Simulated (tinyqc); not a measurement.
From growth per cycle back to precursor pressure p: atomic layer deposition: Langmuir saturation, growth per cycle and coating of deep features. Computed by tinyqc, a small Python program. Command: `OMP_NUM_THREADS=1 python tinyqc.py 3003123 3003124 out.jsonl ald inv`. One thread of a shared host (Intel(R) Xeon(R) Processor @ 2.30GHz), about 0.06 s of CPU time with the checks.

Precursor A sticks only on free sites, so a long enough pulse saturates; co-reactant B then frees the sites again.

Inputs (values chosen for the exercise, modelled on hafnium oxide from an amide and water): precursor mass M = 411 u; site density q = 2.9 1/nm^2; growth per cycle at saturation G = 1.1 angstrom; sticking probability beta on free sites = 0.0015; temperature T = 225 C; pulse time t = 0.12 s; co-reactant completion per pulse c_B = 0.9; desorption energy E_d = 1.64 eV; purge time t_p = 4 s.

Constants: u = 1.6605390666e-27 kg; k_B = 1.380649e-23 J/K; k_B = 8.617333262e-05 eV/K.

Method:
- Wall flux F = p/sqrt(2 pi M k_B T); rate of filling k_a = beta F/q; desorption k_d = 1e13 exp(-E_d/(k_B T)) per second. 1/m^2 = 1e-18/nm^2.
- Temperatures in kelvin are T(C) + 273.15.
- One cycle from coverage th0: pulse A gives th1 = th_s + (th0 - th_s) exp(-(k_a + k_d) t), th_s = k_a/(k_a + k_d); the purge leaves th2 = th1 exp(-k_d t_p); pulse B converts c_B th2 into film and leaves th3 = (1 - c_B) th2. Growth = G c_B th2.
- The periodic state has th0 = th3: th0 = (1 - c_B) e_p th_s (1 - e_a)/(1 - (1 - c_B) e_p e_a), with e_a = exp(-(k_a + k_d) t), e_p = exp(-k_d t_p).
- Share of impinging molecules used = q (th1 - th0)/(F t).

Task: A run gave the result below. Find the precursor pressure p, known to lie between 0.71 and 1.7 Pa.

growth per cycle = 0.4229112 angstrom

Result:

Each step takes the trial c = (a f_b - b f_a)/(f_b - f_a), f being the result less the target and a, b, c the logarithms of the listed values; c replaces end b, the old b replaces a if the sign of f changed, and otherwise f_a is halved.

Scan of the range:
```
precursor pressure p (Pa)  growth per cycle (angstrom)
0.710                                         0.242583
0.821                                         0.274288
0.950                                         0.309328
1.100                                         0.347774
1.270                                         0.388559
1.470                                         0.433040
1.700                                         0.479918
```

False position (Illinois rule, in the logarithm of the input) inside the bracket:
```
step    end a    end b    trial  growth per cycle (angstrom)
1     1.27000  1.47000  1.42185                     0.422661
2     1.47000  1.42185  1.42299                     0.422910
3     1.47000  1.42299  1.42301                     0.422913
4     1.42299  1.42301  1.42300                     0.422911
```

Growth per cycle rises at every point of a 13-point scan of the range (every second point is shown), so one value fits; it is bracketed by 1.27 and 1.47. Answer: precursor pressure p = 1.423 Pa.
